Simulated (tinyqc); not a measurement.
Pariser-Parr-Pople SCF with singles CI, for the molecule [CH2+]c1cccc(C=O)c1 (SMILES; centres numbered as the heavy atoms are written), step by step. One step of it, computed by the program tinyqc.

Problem. Iteration 2: orbitals and new P. Diagonalise F (the basis is taken as orthonormal) and form P = 2 sum c c over the lowest orbitals.

F (eV):
```
            1C          2C         3C         4C         5C         6C         7C          8O
1C  -10.103925   -4.288177  -0.524615   0.198535   0.386463   0.183385   0.027944   -0.059417
2C   -4.288177  -10.734904  -3.656998   0.004246   0.324313   0.009358   0.042412   -0.001914
3C   -0.524615   -3.656998  -9.913960  -4.314645  -0.398717   0.452221   0.064804   -0.149767
4C    0.198535    0.004246  -4.314645  -9.657531  -4.055365  -0.051876   0.041183    0.012844
5C    0.386463    0.324313  -0.398717  -4.055365  -9.417829  -3.933481  -0.141537    0.348746
6C    0.183385    0.009358   0.452221  -0.051876  -3.933481  -9.949589  -3.331354    0.000989
7C    0.027944    0.042412   0.064804   0.041183  -0.141537  -3.331354  -8.422415   -5.023698
8O   -0.059417   -0.001914  -0.149767   0.012844   0.348746   0.000989  -5.023698  -11.911828
9C   -0.552879   -3.688760   0.363796   0.468359  -0.318229  -4.200330  -0.179570    0.347451

            9C
1C   -0.552879
2C   -3.688760
3C    0.363796
4C    0.468359
5C   -0.318229
6C   -4.200330
7C   -0.179570
8O    0.347451
9C  -10.078600
```

pi electrons, sum of z_r less the charge = 8

Give: orbital energies; P after iteration 2.

Solution.

orbital energies (eV): -18.4765  -16.5632  -15.3391  -14.4105  -8.7784  -6.1946  -4.8695  -3.6709  -1.8879

P after iteration 2:
```
         1C       2C       3C       4C       5C       6C       7C       8O
1C   0.5479   0.7216   0.2687  -0.1318  -0.2894  -0.1312  -0.0206   0.0601
2C   0.7216   1.0136   0.4654  -0.0010  -0.1844  -0.0141  -0.0285   0.0046
3C   0.2687   0.4654   0.8452   0.7229   0.2202  -0.2512  -0.0411   0.1188
4C  -0.1318  -0.0010   0.7229   0.9544   0.6207   0.0283  -0.0251  -0.0108
5C  -0.2894  -0.1844   0.2202   0.6207   0.7709   0.5758   0.0647  -0.1825
6C  -0.1312  -0.0141  -0.2512   0.0283   0.5758   0.9894   0.3396  -0.0041
7C  -0.0206  -0.0285  -0.0411  -0.0251   0.0647   0.3396   0.7101   0.8868
8O   0.0601   0.0046   0.1188  -0.0108  -0.1825  -0.0041   0.8868   1.3323
9C   0.2834   0.4769  -0.1930  -0.2666   0.1638   0.6868   0.0811  -0.2280

         9C
1C   0.2834
2C   0.4769
3C  -0.1930
4C  -0.2666
5C   0.1638
6C   0.6868
7C   0.0811
8O  -0.2280
9C   0.8361
```
